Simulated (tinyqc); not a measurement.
From results back to parameters: donors with valley-orbit split 1s states. Three cases, with inputs chosen for the exercise.

Problem. The electron density is given and ND is hidden.

Each donor binds at most one electron, in any of its states. For a site s, W_s = sum over its states of g exp(E/kT), and the ionised share is 1/(1 + W_s exp(eta)), eta = (EF - Ec)/kT; n = Nc F_1/2(eta); neutrality n + NA = ND x (mean ionised share); holes are neglected. Nc from N = 2 (m kB T/(4 pi c))^(3/2) with c = hbar^2/2m0, in 1/angstrom^3; times 1e24 for 1/cm^3, m = md. F_j(eta) = (1/Gamma(j + 1)) integral_0^infinity x^j dx/(1 + exp(x - eta)), which tends to exp(eta) for eta << 0.

Constants: hbar^2/2m0 = 3.80998211 eV angstrom^2; kB = 8.617333262e-05 eV/K.

Find: eta; mean ionised share; ND.

Method. n/Nc gives eta, eta and W_s give the ionised share, and ND = (n + NA)/share.

Case 1.

Values chosen (near those of P in Si; shifted at random, so the results belong to these values and not to a real crystal): md = 1.08 m0 (density-of-states mass of the conduction band); E = (43.9, 32.6, 30.5) meV (binding energies of 1s(A1), 1s(T2), 1s(E)); g = (2, 6, 4) (their degeneracies with spin); T = 500 K; NA = 0 1/cm^3 (compensating acceptors, all ionised).

n = 1.0995e+15 1/cm^3

Solution.

eta = -10.917
mean ionised share = 1.000
ND = 1.1e+15 1/cm^3

Case 2.

Values chosen (near those of As in Si; shifted at random, so the results belong to these values and not to a real crystal): md = 1.079 m0 (density-of-states mass of the conduction band); E = (54.9, 33.9, 33.3) meV (binding energies of 1s(A1), 1s(T2), 1s(E)); g = (2, 6, 4) (their degeneracies with spin); T = 250 K; NA = 0 1/cm^3 (compensating acceptors, all ionised).

n = 1.9685e+17 1/cm^3

Solution.

eta = -4.685
mean ionised share = 0.597
ND = 3.3e+17 1/cm^3

Case 3.

Values chosen (near those of As in Si; shifted at random, so the results belong to these values and not to a real crystal): md = 1.083 m0 (density-of-states mass of the conduction band); E = (52, 31, 30.2) meV (binding energies of 1s(A1), 1s(T2), 1s(E)); g = (2, 6, 4) (their degeneracies with spin); T = 400 K; NA = 0 1/cm^3 (compensating acceptors, all ionised).

n = 8.8920e+17 1/cm^3

Solution.

eta = -3.884
mean ionised share = 0.593
ND = 1.5e+18 1/cm^3

Computed by tinyqc, one run a case: `OMP_NUM_THREADS=1 python tinyqc.py N N+1 out.jsonl` with N = 1650906, 1650960, 1650962; one thread of a shared Intel(R) Xeon(R) Processor @ 2.30GHz, about 0.01 s a run at most.
